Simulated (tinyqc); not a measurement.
Band offset from the macroscopic average of a supercell potential: one step. The dipole behind the step. Three cases, with inputs chosen for the exercise.

Task: A step dV of the mean electron energy from A to B across an interface equals 4 pi (e^2/4 pi eps0) times a dipole per area p (in e angstrom per angstrom^2). For a change of 0.1 eV in dV, give the charge per area moved over 2 angstrom in a medium of dielectric constant eps: sigma = 0.1 eps/(4 pi (e^2/4 pi eps0) 2). 1 angstrom^-2 = 1e16 cm^-2.

Constants: e^2/(4 pi eps0) = 14.39964547 eV angstrom.

Case 1.

Values chosen (out of a larger set: gaps near those of Si and SiO2; not measured data): eps = 5.8 (dielectric constant at the interface).

dV = B - A = 3.25000 eV

Case 2.

Values chosen (out of a larger set: gaps near those of Si and SiO2; not measured data): eps = 3.9 (dielectric constant at the interface).

dV = B - A = -0.72000 eV

Case 3.

Values chosen (out of a larger set: gaps near those of Si and HfO2; not measured data): eps = 3.1 (dielectric constant at the interface).

dV = B - A = 0.26000 eV

Give: |p|; sigma.

Result:

Case 1.

|p| = 0.01796 e/angstrom
sigma = 1.60e+13 e/cm^2

With about 7e14 atoms per cm^2 in a plane (as on a silicon (100) face), 2.3 % of an electron per atom shifts the line-up by 0.1 eV.

Case 2.

|p| = 0.00398 e/angstrom
sigma = 1.08e+13 e/cm^2

With about 7e14 atoms per cm^2 in a plane (as on a silicon (100) face), 1.5 % of an electron per atom shifts the line-up by 0.1 eV.

Case 3.

|p| = 0.00144 e/angstrom
sigma = 8.57e+12 e/cm^2

With about 7e14 atoms per cm^2 in a plane (as on a silicon (100) face), 1.2 % of an electron per atom shifts the line-up by 0.1 eV.

Computed by tinyqc, one run a case: `OMP_NUM_THREADS=1 python tinyqc.py N N+1 out.jsonl` with N = 1850066, 1850132, 1850203; one thread of a shared Intel(R) Xeon(R) Processor @ 2.30GHz, about 0.01 s a run at most.
